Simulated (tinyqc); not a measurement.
Inside a calculation: donor level screened by free carriers (Yukawa potential). Values are carried at full precision from step to step, so a last printed digit may differ when a step is redone from the rounded ones.

Screening wave number: Debye ks^2 = 4 pi q n/(eps kB T); Thomas-Fermi ks^2 = 6 pi q n/(eps EF) with EF = c (3 pi^2 n/gv)^(2/3)/m, c = hbar^2/2m0; the two are joined by 1/ks^2 = sqrt(1/ks_D^4 + 1/ks_TF^4). 1e18/cm^3 = 1e-6/angstrom^3, q = e^2/(4 pi eps0).

Constants: e^2/(4 pi eps0) = 14.39964547 eV angstrom; kB = 8.617333262e-05 eV/K; hbar^2/2m0 = 3.80998211 eV angstrom^2; Ry = 13.60569312 eV; a0 (Bohr radius) = 0.5291772105 angstrom.

Inputs chosen for the exercise (near those of a donor in GaN, with one mean mass; the results hold for these values, not for the real material):

| symbol | value | unit | meaning |
|---|---|---|---|
| m | 0.194 | m0 | mass |
| eps | 9.7 |  | dielectric constant |
| gv | 1 |  | valleys |
| T | 300 | K | temperature |
| n | 0.95 | x 1e18/cm^3 | free-carrier density |

## Units and screening length

Give Ry* = Ry m/eps^2, a* = a0 eps/m, EF, the three values of ks, and x = ks a*.

Ry* = 28.053 meV
a* = 26.46 angstrom
EF = 18.16 meV

ks: Debye, Thomas-Fermi, joined (1/angstrom): 0.02618  0.03826  0.02492

x = 0.6592

EF/kB T = 0.70, so the Debye value, the smaller one, controls the screening.

## One-parameter trial function

Potential -(q/(eps r)) exp(-ks r), q = e^2/(4 pi eps0). In units Ry* = Ry m/eps^2 and a* = a0 eps/m the problem is [-Laplacian - 2 exp(-x r)/r] psi = E psi with x = ks a*.

For exp(-z r): E(z) = z^2 - 8 z^3/(2z + x)^2 in Ry*. Scan z = 0.5, 0.6, ..., 1.1, then minimise; first order gives -1 + 2x.

Scan (Ry*):

| z | kinetic | potential | E |
|---|---|---|---|
| 0.5 | 0.2500 | -0.3632 | -0.1132 |
| 0.6 | 0.3600 | -0.4999 | -0.1399 |
| 0.7 | 0.4900 | -0.6471 | -0.1571 |
| 0.8 | 0.6400 | -0.8025 | -0.1625 |
| 0.9 | 0.8100 | -0.9643 | -0.1543 |
| 1.0 | 1.0000 | -1.1313 | -0.1313 |
| 1.1 | 1.2100 | -1.3025 | -0.0925 |

best z = 0.792
E = -0.1625 Ry*
binding = 4.56 meV

First order in x would give 0.318 Ry*, a rigid shift by q ks/eps; it overstates the loss of binding by 0.481 Ry*.

## Converged levels

Converged values use 18 functions exp(-z r), z = 1.55^i, i = -11 to 6: S = 2/A^3, H = z_i z_j S - 2/(A + x)^2, A = z_i + z_j.

The 1s and 2s levels and the mean radius.

1s = -0.1698 Ry*
binding = 4.76 meV
<r> = 55.4 angstrom
second root = 0.0000 Ry*

The trial function misses by 0.0073 Ry*. Screening leaves 17 % of the bare binding, 0.18 kB T. 2s is no longer bound (it unbinds at x = 0.310). At this density n^(1/3) a* is past the Mott value 0.26, so real donors overlap and form no separate level.

## Checks

- 1s at x = 0.5 against the known -0.29623 Ry*: both -0.29623.
- 1s at x = 0 against -1: both -1.00000.

Run: tinyqc, `OMP_NUM_THREADS=1 python tinyqc.py 1280268 1280269 out.jsonl`; Intel(R) Xeon(R) Processor @ 2.30GHz, one thread, shared host; about 0.02 s of CPU time with all checks.
